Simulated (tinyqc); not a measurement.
# Schottky barrier on an n-type semiconductor, non-linear Poisson equation by Newton steps: two studies

One dimension, metal at x = 0, donor density C(x) = Nd, uniform. Energies are counted from the electron Fermi level of the semiconductor and the conduction-band edge is Ec = -psi, so n = Nc exp(psi/Vt); holes follow the Fermi level of the metal, at -V, so p = Nv exp((V - psi - Eg)/Vt). Ends: psi(0) = V - phiB and psi = Vt ln(Nd/Nc) deep inside. Boltzmann statistics, full ionisation, no current, no image force in the Poisson equation.

Parameters, values chosen for the exercise; band and dielectric values close to those of cadmium telluride: temperature T = 250 K; band gap Eg = 1.51 eV; relative permittivity eps_r = 10.3; conduction-band density of states at T Nc = 6.15e17 cm^-3; valence-band density of states at T Nv = 1.38e19 cm^-3; donor density deep in the semiconductor Nd = 3.5e16 cm^-3; barrier height phiB = 0.71 eV; bias of the metal against the semiconductor V = 0 V.

Constants: q = 1.602176634e-19 C, kB = 1.380649e-23 J/K, Vt = kB T/q, eps0 = 8.8541878128e-14 F/cm where lengths are in cm. Results are converted to the units shown.

Each table varies one quantity; the others keep the values above.

## Capacitance-voltage profiling

The Poisson equation d/dx(eps0 eps_r dpsi/dx) = -q (p - n + C) is solved on a mesh of about 1000 nodes or more that ends in neutral material. C_s = q d/dV of the integral of n over x, from the linearised equation. Probed depth w = eps0 eps_r/C_s; apparent doping N_app = C_s^3/(q eps0 eps_r dC_s/dV), the derivative by central differences over +/- 0.02 V.

The same in every row: true C(w) (cm^-3) = 3.500e16.

Results:

| V (V) | C_s (nF/cm^2) | w (nm) | N_app (cm^-3) | \|E_0\| (kV/cm) |
|---|---|---|---|---|
| 0 | 63.88 | 142.8 | 3.498e16 | 87.79 |
| -0.3 | 52.53 | 173.6 | 3.499e16 | 106.8 |
| -0.6 | 45.66 | 199.8 | 3.499e16 | 122.8 |
| -0.9 | 40.93 | 222.8 | 3.500e16 | 137.0 |
| -1.2 | 37.41 | 243.8 | 3.500e16 | 149.9 |
| -1.5 | 34.67 | 263.0 | 3.500e16 | 161.7 |
| -2.1 | 30.62 | 297.8 | 3.500e16 | 183.1 |
| -2.4 | 29.07 | 313.8 | 3.500e16 | 192.9 |
| -2.7 | 27.72 | 328.9 | 3.500e16 | 202.3 |
| -3 | 26.55 | 343.5 | 3.500e16 | 211.2 |

Estimate the missing row, V = -1.8 V.

Computed row:

| V (V) | C_s (nF/cm^2) | w (nm) | N_app (cm^-3) | \|E_0\| (kV/cm) |
|---|---|---|---|---|
| -1.8 | 32.46 | 280.9 | 3.500e16 | 172.8 |

With this row back in the table: C_s falls from 63.9 to 26.6 nF/cm^2 while the probed depth goes from 143 to 343 nm. The apparent doping stays near 3.50e16 cm^-3. It departs most from the true doping at that depth for V = 0 V, where it is 0.064 % below it; so the doping is read well over the depths probed, the small gap being the error of the finite difference in V.

## Effect of the barrier height

First integral for uniform doping: E_0^2 = (2 q/(eps0 eps_r)) [Nd (U - Vt + Vt exp(-U/Vt)) + Vt p_0], U = Vbi - V, Vbi = phiB - Vt ln(Nc/Nd), p_0 = Nv exp((phiB - Eg)/Vt) (deep holes neglected). Image-force lowering dphi = sqrt(q E_0/(4 pi eps0 eps_r)), at x_m = sqrt(q/(16 pi eps0 eps_r E_0)). W = sqrt(2 eps0 eps_r U/(q Nd)).

Effect of the barrier height:

| phiB (eV) | Vbi (V) | W (nm) | E_0 (kV/cm) | dphi (mV) | exp(dphi/Vt) | p_0/Nd |
|---|---|---|---|---|---|---|
| 0.6 | 0.5383 | 132.3 | 79.71 | 33.38 | 4.709 | 1.782e-16 |
| 0.72 | 0.6583 | 146.3 | 88.49 | 35.17 | 5.117 | 4.679e-14 |
| 0.84 | 0.7783 | 159.1 | 96.47 | 36.72 | 5.499 | 1.228e-11 |
| 0.96 | 0.8983 | 170.9 | 103.8 | 38.10 | 5.862 | 3.223e-9 |
| 1.08 | 1.018 | 182.0 | 110.7 | 39.34 | 6.210 | 8.460e-7 |
| 1.2 | 1.138 | 192.4 | 117.2 | 40.48 | 6.546 | 2.221e-4 |
| 1.32 | 1.258 | 202.3 | 123.4 | 41.53 | 6.875 | 0.05829 |
| 1.43 | 1.368 | 211.0 | 138.2 | 43.96 | 7.695 | 9.618 |

Read the table: what changes, and by how much?

As phiB goes from 0.6 to 1.43, the surface field rises from 79.7 to 138 kV/cm, the lowering rises from 33.4 to 44.0 mV and W rises from 132 to 211 nm. From phiB = 1.43 on, holes at the metal outnumber the donors.

tinyqc, about 0.05 s, one thread, Intel Xeon 2.30GHz (shared host): `OMP_NUM_THREADS=1 python tinyqc.py 2020169 2020170 out.jsonl`
